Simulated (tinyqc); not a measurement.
Central-cell correction: shallow acceptor in the spherical four-band model.

The ground state 1S3/2 has an L = 0 part f(r) and an L = 2 part g(r). In units of Ry* and a*, with Gaussians f_i = exp(-a_i r^2), g_i = r^2 exp(-a_i r^2), A = a_i + a_j and I(n) = Gamma((n + 1)/2)/(2 A^((n + 1)/2)): S_ff = I(2), S_gg = I(6), H_ff = (6 a_i a_j/A) I(2) - 2 I(1), H_gg = (14 a_i a_j/A) I(6) - 2 I(5), H_fg = -mu [15 I(2) - 20 a_j I(4) + 4 a_j^2 I(6)]; each function is then normalised. The split-off band is left out.

Converged values use 22 exponents 2.2^i, i = -7 to 14, for f and for g.

Inputs chosen for the exercise (out of a larger set: near those of a shallow acceptor in Si, where the small spin-orbit splitting and strong warping make this model rough; not measured data): rc = 1.2 angstrom (radius of the central cell); Vs = (2, 0, -0.5, -1.5, -2.5, -3.5) eV (central-cell strengths).

mu = 0.46900
Ry* = 23.5693 meV
a* = 26.334 angstrom

A short-range term V exp(-r^2/rc^2) is added (negative: attracts the hole); its elements are V S (A/(A + 1/rc^2))^(3/2) for f and ^(7/2) for g, in the same units.

Results:
```
V (eV)  1S binding (meV)  2S binding (meV)  <r> (angstrom)  L = 2 weight
2.0                 29.0              7.98            33.2         0.096
0.0                 29.5              8.05            32.6         0.096
-0.5                29.7              8.07            32.4         0.096
-1.5                30.0              8.12            32.1         0.097
-2.5                30.4              8.17            31.7         0.097
-3.5                30.9              8.22            31.2         0.097
```

What can be read from this table?

From V = 0 to -3.5 eV the 1S binding grows by 1.3 meV (5 %) and the 2S binding by 0.17 meV, so the chemical shift sits mainly in the ground state. A repulsion of 2 eV removes 0.6 meV. The slope is 0.45 meV per eV over the last step against 0.28 on the repulsive side, since attraction pulls the state into the cell; over this range the level stays shallow.

Run: tinyqc, `OMP_NUM_THREADS=1 python tinyqc.py 1252587 1252588 out.jsonl`; Intel(R) Xeon(R) Processor @ 2.30GHz, one thread, shared host; about 0.03 s of CPU time with all checks.
